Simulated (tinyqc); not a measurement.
Comparisons within one model: Slater-Koster d bands of a bcc metal. A value that a table varies takes the place of the one given here.

Slater-Koster d bands. For a bond with direction cosines (l, m, n) the 5 x 5 block is dds Ps + ddp Pp + ddd (1 - Ps - Pp), the projectors on sigma, pi and delta states about the bond; for instance <xy|xy> = 3 l^2 m^2 dds + (l^2 + m^2 - 4 l^2 m^2) ddp + (n^2 + l^2 m^2) ddd, <xy|yz> = 3 l m^2 n dds + l n (1 - 4 m^2) ddp + l n (m^2 - 1) ddd and <3z2-r2|3z2-r2> = (n^2 - (l^2 + m^2)/2)^2 dds + 3 n^2 (l^2 + m^2) ddp + (3/4)(l^2 + m^2)^2 ddd. H(k) sums the blocks times cos(k.R) over the neighbours; the d level is the zero of energy; k in 2 pi/a.

Neighbours: eight at (a/2)(1,1,1) and equivalents, and six at a(1,0,0) and equivalents with the integrals times f2.

Mesh: k = f1 b1 + f2 b2 + f3 b3 with fractions (j + 1/2)/N, j = 0 to N - 1, and b = (-1,1,1), (1,-1,1), (1,1,-1) for fcc, (0,1,1), (1,0,1), (1,1,0) for bcc, unit vectors for simple cubic. The lowest Nd/10 of all levels are filled with two electrons each; the bond energy is their sum per atom.

Inputs chosen for the exercise (of the size met in Nb; not measured data): dds = -1.229 eV (dd sigma); ddp = 0.651 eV (dd pi); ddd = -0.172 eV (dd delta); f2 = 0.487 (factor on all three integrals for second neighbours); N = 10 (mesh).

## Band filling: full bands against the rectangular model

W = sqrt(12 mu2) with mu2 the mean square level on the mesh; rectangular model: Fermi level W (Nd/10 - 1/2), bond energy -W Nd (10 - Nd)/20. The Fermi level of the mesh is the highest filled level.

Per atom (eV):
```
Nd  EF, bands  bond energy, bands  EF, rectangle  bond energy, rectangle
1      -2.861              -3.230         -2.957                  -3.327
2      -2.420              -5.829         -2.218                  -5.915
3      -1.870              -8.003         -1.479                  -7.763
4      -0.815              -9.470         -0.739                  -8.872
5       0.636              -9.374          0.000                  -9.242
6       1.139              -8.447          0.739                  -8.872
7       1.498              -7.116          1.479                  -7.763
8       1.876              -5.466          2.218                  -5.915
9       2.654              -3.229          2.957                  -3.327
```

W = 7.394 eV
full width on the mesh = 8.611 eV

What does this show, and why?

The bond energy is deepest at Nd = 4 (-9.470 eV); the rectangle has its minimum at 5. The two differ most at Nd = 7, by 0.648 eV or 7 % of the deepest value: the second moment fixes the parabola, and higher moments the rest. At Nd = 3 and 7 the bands give -8.003 and -7.116 eV, a skew towards less than half filling.

## Which lattice a d-band metal prefers

fcc has twelve neighbours, bcc eight and six (the six times f2), simple cubic six. The integrals of bcc and sc are scaled so that all three have the second moment of fcc, which stands for equal repulsion (structural energy difference theorem). s and p electrons are left out.

Bond energy per atom:
```
Nd  fcc (eV)  bcc - fcc (meV)  sc - fcc (meV)
1     -3.899              254            -231
2     -6.712              135            -108
3     -8.830             -202             284
4    -10.201             -486             686
5    -10.605               27             807
6     -9.981              449             467
7     -8.480              450             -65
8     -6.336              168            -483
9     -3.475             -168            -655
```

scale factors: bcc 1.1285, sc 1.4142

mu3/mu2^1.5: fcc -0.137, bcc -0.132, sc 0.000

mu4/mu2^2: fcc 1.797, bcc 1.694, sc 2.439

largest change of a difference when N is raised to 14 = 26 meV

What does this show, and why?

fcc is lowest for Nd = 5 and 6. bcc is lowest for Nd = 3 and 4. sc is lowest for Nd = 1, 2, 7, 8 and 9. bcc gains most on fcc at Nd = 4 (-486 meV). A small fourth moment marks a two-peaked band, which tends to favour fillings near one half; bcc has -6 % against fcc, and at Nd = 5 it lies +27 meV from fcc, which the fourth moment alone does not explain (differences of a few tens of meV are within the error of the mesh; hcp is left out, and this d-only model can miss the lattice of the real metal). The third moments, from three-membered rings, skew the bands. That simple cubic wins anywhere comes from keeping d bands and equal second moments alone; no transition metal takes it. Differences below about 26 meV are within the error of this mesh, and the s and p electrons left out weigh most where the d band is nearly empty or full.

## What each integral does

Levels at Gamma, E(t2g) = (8/3) dds + (16/9) ddp + (32/9) ddd + f2 (4 ddp + 2 ddd), E(eg) = (16/3) ddp + (8/3) ddd + f2 (3 dds + 3 ddd), and W = sqrt(12 mu2), the width of a rectangular band with the same second moment mu2 = z (dds^2 + 2 ddp^2 + 2 ddd^2)/5, z = 8 + 6 f2^2. Each row changes one parameter from the base and keeps the others.

Results:
```
case              t2g (eV)  eg (eV)  W (eV)
base               -1.6309   0.9665  7.3936
dds = -1.4134 eV   -2.1227   0.6971  8.1046
ddp = 0.7486 eV    -1.2673   1.4870  7.8003
ddd = -0.1978 eV   -1.7478   0.8600  7.4228
f2 = 0.4139        -1.7961   1.2737  7.2370
```

What does this show?

The largest shifts from the base row, up to three for each result and ties (the steps differ in size, so this ranks the rows, not the parameters). t2g (eV): dds -0.4917, ddp +0.3636, f2 -0.1652. eg (eV): ddp +0.5205, f2 +0.3072, dds -0.2694. W (eV): dds +0.7110, ddp +0.4066, f2 -0.1567. The ratio of the shifts of t2g and eg names the integral: it is the ratio of the coefficients in the two formulas.

Program tinyqc; command `OMP_NUM_THREADS=1 python tinyqc.py 1480227 1480228 out.jsonl`; about 0.06 s on one thread of a shared Intel(R) Xeon(R) Processor @ 2.30GHz.
